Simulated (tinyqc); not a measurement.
Worked calculation: MP2 on RHF in the sto-6g basis, for H6, spin multiplicity 1. Computed by tinyqc, a small Python program that keeps every step (integrals from PySCF). Settings: charge = 0, multiplicity = 1, basis = sto-6g, method = RHF, energy threshold = 1e-10, iteration cap = 61, orthogonalisation = symmetric, start = core, DIIS depth = 6. Command: `OMP_NUM_THREADS=1 python tinyqc.py 26599 26600 out.jsonl` (the two numbers bound the seeds that draw the settings). One thread of a shared host (Intel(R) Xeon(R) Processor @ 2.60GHz), about 0.2 s of CPU time with the checks. The early iterations of the SCF are left out here.

## One-electron integrals

Geometry (angstrom):
```
atom        x        y        z
H     0.00000  0.00000  0.00000
H     0.00000  0.00000  0.92600
H     0.00000  0.00000  2.10400
H     0.00000  0.00000  3.03100
H     0.00000  0.00000  4.20900
H     0.00000  0.00000  5.13500
```

Basis sto-6g: exponents (1/bohr^2) and contraction coefficients of normalised primitives:
```
element  l (shell)  exponent  coefficient
H            s (1)  35.52322      0.00916
H            s (1)   6.51314      0.04936
H            s (1)   1.82214      0.16854
H            s (1)   0.62596      0.37056
H            s (1)   0.24308      0.41649
H            s (1)   0.10011      0.13033
```

Overlap, kinetic and nuclear-attraction integrals over the contracted functions; the nuclear repulsion is the sum of Za Zb / Rab.

nuclear repulsion = 4.4828823 hartree

overlap S, lower triangle:
```
         1H 1s    2H 1s    3H 1s    4H 1s    5H 1s    6H 1s
1H 1s  1.00000
2H 1s  0.54120  1.00000
3H 1s  0.10137  0.39860  1.00000
4H 1s  0.02051  0.10121  0.54059  1.00000
5H 1s  0.00213  0.01293  0.10121  0.39860  1.00000
6H 1s  0.00029  0.00213  0.02051  0.10137  0.54120  1.00000
```

kinetic energy T (hartree), lower triangle:
```
          1H 1s     2H 1s     3H 1s     4H 1s    5H 1s    6H 1s
1H 1s   0.76852
2H 1s   0.14055   0.76852
3H 1s  -0.01211   0.05933   0.76852
4H 1s  -0.00546  -0.01211   0.14013   0.76852
5H 1s  -0.00089  -0.00384  -0.01211   0.05933  0.76852
6H 1s  -0.00016  -0.00089  -0.00546  -0.01211  0.14055  0.76852
```

nuclear attraction V (hartree), lower triangle:
```
          1H 1s     2H 1s     3H 1s     4H 1s     5H 1s     6H 1s
1H 1s  -2.44221
2H 1s  -1.32473  -2.76809
3H 1s  -0.23603  -1.01229  -2.90670
4H 1s  -0.04662  -0.24747  -1.47340  -2.90670
5H 1s  -0.00464  -0.02962  -0.24747  -1.01229  -2.76809
6H 1s  -0.00061  -0.00464  -0.04662  -0.23603  -1.32473  -2.44221
```

core Hamiltonian H = T + V (hartree), lower triangle:
```
          1H 1s     2H 1s     3H 1s     4H 1s     5H 1s     6H 1s
1H 1s  -1.67368
2H 1s  -1.18418  -1.99957
3H 1s  -0.24814  -0.95296  -2.13818
4H 1s  -0.05208  -0.25958  -1.33327  -2.13818
5H 1s  -0.00553  -0.03346  -0.25958  -0.95296  -1.99957
6H 1s  -0.00077  -0.00553  -0.05208  -0.24814  -1.18418  -1.67368
```

## Two-electron integrals

Functions are numbered as in S; the eight-fold symmetry (ij|kl) = (ji|kl) = (kl|ij) leaves the list below.

Two-electron integrals (ij|kl) in chemists' order, unique and non-zero (hartree):
```
(11|11) 0.77500    (21|11) 0.34485    (21|21) 0.19097    (22|11) 0.50278
(22|21) 0.34485    (22|22) 0.77500    (31|11) 0.04585    (31|21) 0.02822
(31|22) 0.05848    (31|31) 0.00511    (32|11) 0.13854    (32|21) 0.09776
(32|22) 0.23517    (32|31) 0.02097    (32|32) 0.09730    (33|11) 0.25091
(33|21) 0.17399    (33|22) 0.42401    (33|31) 0.04585    (33|32) 0.23517
(33|33) 0.77500    (41|11) 0.00743    (41|21) 0.00465    (41|22) 0.00986
(41|31) 0.00091    (41|32) 0.00393    (41|33) 0.00986    (41|41) 0.00018
(42|11) 0.02821    (42|21) 0.01939    (42|22) 0.04576    (42|31) 0.00442
(42|32) 0.02094    (42|33) 0.05838    (42|41) 0.00091    (42|42) 0.00509
(43|11) 0.11207    (43|21) 0.07460    (43|22) 0.17374    (43|31) 0.01940
(43|32) 0.09762    (43|33) 0.34436    (43|41) 0.00465    (43|42) 0.02814
(43|43) 0.19049    (44|11) 0.17458    (44|21) 0.11218    (44|22) 0.25079
(44|31) 0.02825    (44|32) 0.13846    (44|33) 0.50243    (44|41) 0.00743
(44|42) 0.04576    (44|43) 0.34436    (44|44) 0.77500    (51|11) 0.00060
(51|21) 0.00038    (51|22) 0.00083    (51|31) 0.00008    (51|32) 0.00035
(51|33) 0.00095    (51|41) 1.64e-05   (51|42) 0.00009    (51|43) 0.00049
(51|44) 0.00087    (51|51) 1.65e-06   (52|11) 0.00289    (52|21) 0.00193
(52|22) 0.00444    (52|31) 0.00045    (52|32) 0.00210    (52|33) 0.00614
(52|41) 0.00010    (52|42) 0.00055    (52|43) 0.00331    (52|44) 0.00614
(52|51) 1.03e-05   (52|52) 0.00007    (53|11) 0.01736    (53|21) 0.01116
(53|22) 0.02497    (53|31) 0.00276    (53|32) 0.01339    (53|33) 0.04576
(53|41) 0.00068    (53|42) 0.00407    (53|43) 0.02814    (53|44) 0.05838
(53|51) 0.00008    (53|52) 0.00055    (53|53) 0.00509    (54|11) 0.05858
(54|21) 0.03657    (54|22) 0.07902    (54|31) 0.00869    (54|32) 0.04090
(54|33) 0.13846    (54|41) 0.00224    (54|42) 0.01339    (54|43) 0.09762
(54|44) 0.23517    (54|51) 0.00029    (54|52) 0.00210    (54|53) 0.02094
(54|54) 0.09730    (55|11) 0.12573    (55|21) 0.07669    (55|22) 0.16118
(55|31) 0.01738    (55|32) 0.07902    (55|33) 0.25079    (55|41) 0.00430
(55|42) 0.02497    (55|43) 0.17374    (55|44) 0.42401    (55|51) 0.00060
(55|52) 0.00444    (55|53) 0.04576    (55|54) 0.23517    (55|55) 0.77500
(61|11) 0.00007    (61|21) 4.31e-05   (61|22) 0.00010    (61|31) 9.48e-06
(61|32) 4.32e-05   (61|33) 0.00012    (61|41) 2.04e-06   (61|42) 1.13e-05
(61|43) 0.00007    (61|44) 0.00012    (61|51) 2.15e-07   (61|52) 1.39e-06
(61|53) 1.13e-05   (61|54) 4.32e-05   (61|55) 0.00010    (61|61) 2.91e-08
(62|11) 0.00040    (62|21) 0.00027    (62|22) 0.00060    (62|31) 0.00006
(62|32) 0.00029    (62|33) 0.00087    (62|41) 1.39e-05   (62|42) 0.00008
(62|43) 0.00049    (62|44) 0.00095    (62|51) 1.54e-06   (62|52) 1.03e-05
(62|53) 0.00009    (62|54) 0.00035    (62|55) 0.00083    (62|61) 2.15e-07
(62|62) 1.65e-06   (63|11) 0.00311    (63|21) 0.00196    (63|22) 0.00430
(63|31) 0.00047    (63|32) 0.00224    (63|33) 0.00743    (63|41) 0.00012
(63|42) 0.00068    (63|43) 0.00465    (63|44) 0.00986    (63|51) 1.39e-05
(63|52) 0.00010    (63|53) 0.00091    (63|54) 0.00393    (63|55) 0.00986
(63|61) 2.04e-06   (63|62) 1.64e-05   (63|63) 0.00018    (64|11) 0.01332
(64|21) 0.00819    (64|22) 0.01738    (64|31) 0.00189    (64|32) 0.00869
(64|33) 0.02825    (64|41) 0.00047    (64|42) 0.00276    (64|43) 0.01940
(64|44) 0.04585    (64|51) 0.00006    (64|52) 0.00045    (64|53) 0.00442
(64|54) 0.02097    (64|55) 0.05848    (64|61) 9.48e-06   (64|62) 0.00008
(64|63) 0.00091    (64|64) 0.00511    (65|11) 0.06142    (65|21) 0.03700
(65|22) 0.07669    (65|31) 0.00819    (65|32) 0.03657    (65|33) 0.11218
(65|41) 0.00196    (65|42) 0.01116    (65|43) 0.07460    (65|44) 0.17399
(65|51) 0.00027    (65|52) 0.00193    (65|53) 0.01939    (65|54) 0.09776
(65|55) 0.34485    (65|61) 4.31e-05   (65|62) 0.00038    (65|63) 0.00465
(65|64) 0.02822    (65|65) 0.19097    (66|11) 0.10305    (66|21) 0.06142
(66|22) 0.12573    (66|31) 0.01332    (66|32) 0.05858    (66|33) 0.17458
(66|41) 0.00311    (66|42) 0.01736    (66|43) 0.11207    (66|44) 0.25091
(66|51) 0.00040    (66|52) 0.00289    (66|53) 0.02821    (66|54) 0.13854
(66|55) 0.50278    (66|61) 0.00007    (66|62) 0.00060    (66|63) 0.00743
(66|64) 0.04585    (66|65) 0.34485    (66|66) 0.77500
```

## Orthogonalisation

S = U s U^T; symmetric (Loewdin) form X = U s^(-1/2) U^T, so that X^T S X = 1.

eigenvalues of S: 0.27188  0.39182  0.57814  1.15254  1.59618  2.00945

X, lower triangle:
```
          1H 1s     2H 1s     3H 1s     4H 1s     5H 1s    6H 1s
1H 1s   1.14774
2H 1s  -0.35910   1.23726
3H 1s   0.05641  -0.28226   1.24451
4H 1s  -0.01448   0.06044  -0.38411   1.24451
5H 1s   0.00275  -0.01020   0.06044  -0.28226   1.23726
6H 1s  -0.00072   0.00275  -0.01448   0.05641  -0.35910  1.14774
```

## Iteration 7 (converged): orbitals

converged F (hartree), lower triangle:
```
          1H 1s     2H 1s     3H 1s     4H 1s     5H 1s     6H 1s
1H 1s  -0.28097
2H 1s  -0.51318  -0.34338
3H 1s  -0.13143  -0.32330  -0.34769
4H 1s  -0.01126  -0.13077  -0.51817  -0.34769
5H 1s  -0.00005  -0.01692  -0.13077  -0.32330  -0.34338
6H 1s  -0.00497  -0.00005  -0.01126  -0.13143  -0.51318  -0.28097
```

Diagonalise F' = X^T F X, C = X C', fill 3 alpha and 3 beta electrons from the bottom; D = 2 C_occ C_occ^T. Each column has its largest component positive (the first on a tie).

F' = X^T F X (hartree), lower triangle:
```
          1         2         3         4         5        6
1   0.00340
2  -0.53040   0.06299
3   0.06588  -0.32679   0.06895
4   0.00127   0.07076  -0.55561   0.06895
5   0.00453  -0.01094   0.07076  -0.32679   0.06299
6  -0.00747   0.00453   0.00127   0.06588  -0.53040  0.00340
```

orbital energies (hartree): MO1 -0.64540, MO2 -0.54124, MO3 -0.39407, MO4 0.29554, MO5 0.60079, MO6 0.95505

coefficients C:
```
           MO1       MO2       MO3       MO4       MO5       MO6
1H 1s  0.18942   0.37018  -0.40968   0.60122  -0.72006   0.47851
2H 1s  0.27211   0.40933  -0.28544  -0.38286   0.82789  -0.76690
3H 1s  0.37305   0.09832   0.43349  -0.59770  -0.26183   1.01021
4H 1s  0.37305  -0.09832   0.43349   0.59770  -0.26183  -1.01021
5H 1s  0.27211  -0.40933  -0.28544   0.38286   0.82789   0.76690
6H 1s  0.18942  -0.37018  -0.40968  -0.60122  -0.72006  -0.47851
```

D after iteration 7, lower triangle:
```
          1H 1s     2H 1s     3H 1s     4H 1s    5H 1s    6H 1s
1H 1s   0.68150
2H 1s   0.64001   0.64614
3H 1s  -0.14106   0.03604   0.67348
4H 1s  -0.28664  -0.12493   0.63482   0.67348
5H 1s   0.03392  -0.02406  -0.12493   0.03604  0.64614
6H 1s   0.13337   0.03392  -0.28664  -0.14106  0.64001  0.68150
```

## Convergence

Stop when the energy changes by less than 1e-10 hartree and every element of the error matrix X^T (F D S - S D F) X is below 3e-06.

Course of the cycle:
```
iteration  E (hartree)     change  largest element of the error matrix
1           -2.8493582          -                             4.43e-01
2           -3.2318557  -3.82e-01                             3.68e-02
3           -3.2358880  -4.03e-03                             1.12e-02
4           -3.2362473  -3.59e-04                             3.85e-04
5           -3.2362480  -7.66e-07                             1.79e-05
6           -3.2362480  -8.35e-10                             3.94e-07
7           -3.2362480  -5.89e-13                             2.44e-08
```

PySCF RHF in the same basis = -3.2362480 hartree

Converged in 7 iterations.

## Integrals over molecular orbitals

(pq|rs) = sum C_ip C_jq C_kr C_ls (ij|kl), one index at a time.

one-electron integrals over orbitals h = C^T H C (hartree), lower triangle:
```
          1         2         3         4         5         6
1  -2.20994
2   0.00000  -1.98741
3  -0.13851   0.00000  -1.94108
4   0.00000   0.17524   0.00000  -1.62854
5  -0.07313   0.00000   0.15041   0.00000  -1.33739
6   0.00000   0.05538   0.00000   0.14832   0.00000  -1.22189
```

Two-electron integrals over orbitals (pq|rs), unique and non-zero (hartree):
```
(11|11) 0.41092    (21|21) 0.12812    (22|11) 0.32638    (22|22) 0.37922
(31|11) 0.08000    (31|22) -0.04835   (31|31) 0.12084    (32|21) -0.11737
(32|32) 0.13734    (33|11) 0.37492    (33|22) 0.33983    (33|31) 0.03783
(33|33) 0.37570    (41|21) -0.04072   (41|32) -0.00752   (41|41) 0.08190
(42|11) -0.06260   (42|22) 0.00007    (42|31) -0.05335   (42|33) -0.01217
(42|42) 0.07573    (43|21) -0.06761   (43|32) 0.06649    (43|41) 0.01465
(43|43) 0.08391    (44|11) 0.37586    (44|22) 0.34055    (44|31) 0.03553
(44|33) 0.36640    (44|42) -0.02173   (44|44) 0.38047    (51|11) 0.00823
(51|22) 0.02998    (51|31) -0.02570   (51|33) -0.01204   (51|42) -0.03677
(51|44) -0.00255   (51|51) 0.05013    (52|21) 0.02810    (52|32) 0.00375
(52|41) -0.05559   (52|43) 0.03843    (52|52) 0.08880    (53|11) -0.06915
(53|22) -0.00454   (53|31) -0.05712   (53|33) -0.02498   (53|42) 0.07168
(53|44) -0.02090   (53|51) -0.03110   (53|53) 0.07686    (54|21) -0.11858
(54|32) 0.13123    (54|41) 0.00168    (54|43) 0.06795    (54|52) 0.00094
(54|54) 0.14067    (55|11) 0.34143    (55|22) 0.38369    (55|31) -0.03810
(55|33) 0.35186    (55|42) -0.00514   (55|44) 0.35997    (55|51) 0.02973
(55|53) -0.00804   (55|55) 0.40733    (61|21) 0.00154    (61|32) 0.01732
(61|41) -0.02952   (61|43) -0.04897   (61|52) -0.03229   (61|54) 0.01446
(61|61) 0.06768    (62|11) -0.01261   (62|22) -0.03381   (62|31) 0.02366
(62|33) 0.00240    (62|42) 0.03323    (62|44) 0.00420    (62|51) -0.04613
(62|53) 0.03509    (62|55) -0.03304   (62|62) 0.04842    (63|21) 0.04351
(63|32) -0.00039   (63|41) -0.07798   (63|43) -0.01686   (63|52) 0.05563
(63|54) -0.00009   (63|61) 0.02886    (63|63) 0.08325    (64|11) -0.08225
(64|22) 0.04114    (64|31) -0.11608   (64|33) -0.03963   (64|42) 0.05546
(64|44) -0.04007   (64|51) 0.02268    (64|53) 0.05815    (64|55) 0.04135
(64|62) -0.02283   (64|64) 0.12529    (65|21) -0.13091   (65|32) 0.12183
(65|41) 0.04164    (65|43) 0.07169    (65|52) -0.02908   (65|54) 0.12780
(65|61) -0.00239   (65|63) -0.04777   (65|65) 0.14696    (66|11) 0.43760
(66|22) 0.34831    (66|31) 0.08608    (66|33) 0.40223    (66|42) -0.06895
(66|44) 0.40920    (66|51) 0.00953    (66|53) -0.07753   (66|55) 0.37371
(66|62) -0.01480   (66|64) -0.09460   (66|66) 0.49123
```

## Second-order Moller-Plesset energy

Hartree-Fock energy = -3.2362480 hartree

E2 = sum_ijab (ia|jb) [2 (ia|jb) - (ib|ja)] / (e_i + e_j - e_a - e_b) over occupied i, j and virtual a, b; the opposite-spin part is (ia|jb)^2 / denominator, the rest is same-spin, and SCS-MP2 scales them by 6/5 and 1/3.

Terms (the 40 largest of 41):
```
i  j  a  b   (ia|jb)   (ib|ja)  denominator      term
3  3  4  4   0.08391   0.08391     -1.37920  -0.00510
2  3  4  5   0.07168   0.03843     -1.83162  -0.00411
3  2  5  4   0.07168   0.03843     -1.83162  -0.00411
3  1  6  4  -0.07798  -0.04897     -2.29005  -0.00364
1  3  4  6  -0.07798  -0.04897     -2.29005  -0.00364
1  1  4  4   0.08190   0.08190     -1.88186  -0.00356
2  2  5  5   0.08880   0.08880     -2.28405  -0.00345
2  2  4  4   0.07573   0.07573     -1.67354  -0.00343
3  3  5  5   0.07686   0.07686     -1.98971  -0.00297
3  3  6  6   0.08325   0.08325     -2.69824  -0.00257
2  1  5  4  -0.05559  -0.03677     -2.08296  -0.00199
1  2  4  5  -0.05559  -0.03677     -2.08296  -0.00199
2  3  5  6   0.05563   0.03509     -2.49114  -0.00170
3  2  6  5   0.05563   0.03509     -2.49114  -0.00170
1  1  6  6   0.06768   0.06768     -3.20090  -0.00143
2  1  6  5  -0.04613  -0.03229     -2.74247  -0.00101
1  2  5  6  -0.04613  -0.03229     -2.74247  -0.00101
1  1  5  5   0.05013   0.05013     -2.49237  -0.00101
2  2  6  6   0.04842   0.04842     -2.99258  -0.00078
2  2  6  4   0.03323   0.03323     -2.33306  -0.00047
2  2  4  6   0.03323   0.03323     -2.33306  -0.00047
3  1  5  5  -0.03110  -0.03110     -2.24104  -0.00043
1  3  5  5  -0.03110  -0.03110     -2.24104  -0.00043
1  3  6  4  -0.04897  -0.07798     -2.29005  -0.00043
3  1  4  6  -0.04897  -0.07798     -2.29005  -0.00043
1  1  6  4  -0.02952  -0.02952     -2.54138  -0.00034
1  1  4  6  -0.02952  -0.02952     -2.54138  -0.00034
1  2  5  4  -0.03677  -0.05559     -2.08296  -0.00032
2  1  4  5  -0.03677  -0.05559     -2.08296  -0.00032
3  1  6  6   0.02886   0.02886     -2.94957  -0.00028
1  3  6  6   0.02886   0.02886     -2.94957  -0.00028
1  2  6  5  -0.03229  -0.04613     -2.74247  -0.00022
2  1  5  6  -0.03229  -0.04613     -2.74247  -0.00022
3  2  5  6   0.03509   0.05563     -2.49114  -0.00020
2  3  6  5   0.03509   0.05563     -2.49114  -0.00020
3  3  6  4  -0.01686  -0.01686     -2.03872  -0.00014
3  3  4  6  -0.01686  -0.01686     -2.03872  -0.00014
3  1  4  4   0.01465   0.01465     -1.63053  -0.00013
1  3  4  4   0.01465   0.01465     -1.63053  -0.00013
3  2  4  5   0.03843   0.07168     -1.83162  -0.00011
```

Pair energies (hartree; pair i-j sums ij and ji):
```
pair  opposite spin  same spin
1-1        -0.00669          0
2-1        -0.00658   -0.00048
2-2        -0.00861          0
3-1        -0.00910   -0.00073
3-2        -0.01070   -0.00155
3-3        -0.01092          0
```

MP2 correlation energy = -0.0553482 hartree

SCS-MP2 correlation energy = -0.0640251 hartree

MP2 total energy = -3.2915962 hartree
